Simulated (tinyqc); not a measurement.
Crystal pulling from the melt: segregation, interface stability, heat balance and point-defect regime: one step, computed by the program tinyqc.

A dilute solute; steady pulling with a flat interface unless it is found unstable.

Question. Concentration at the frozen fraction g. Axial profile: C_s = k_eff C0 (1 - g)^(k_eff - 1); bulk melt C_L = C_s/k_eff. Usable fraction: the g at which C_s has changed by 30 % from its first value (0.99 at most).

Inputs (values chosen for the exercise, modelled on germanium in silicon): initial melt concentration C0 = 1.2e+18 1/cm^3; frozen fraction g = 0.54.

Loss from the melt surface: none.

k_eff = 0.5356234

Give: C_s; C_L; usable fraction.

Answer.

C_s = 9.218e+17 1/cm^3

C_L = 1.721e+18 1/cm^3

usable fraction = 0.4316

C_s rises along the crystal.
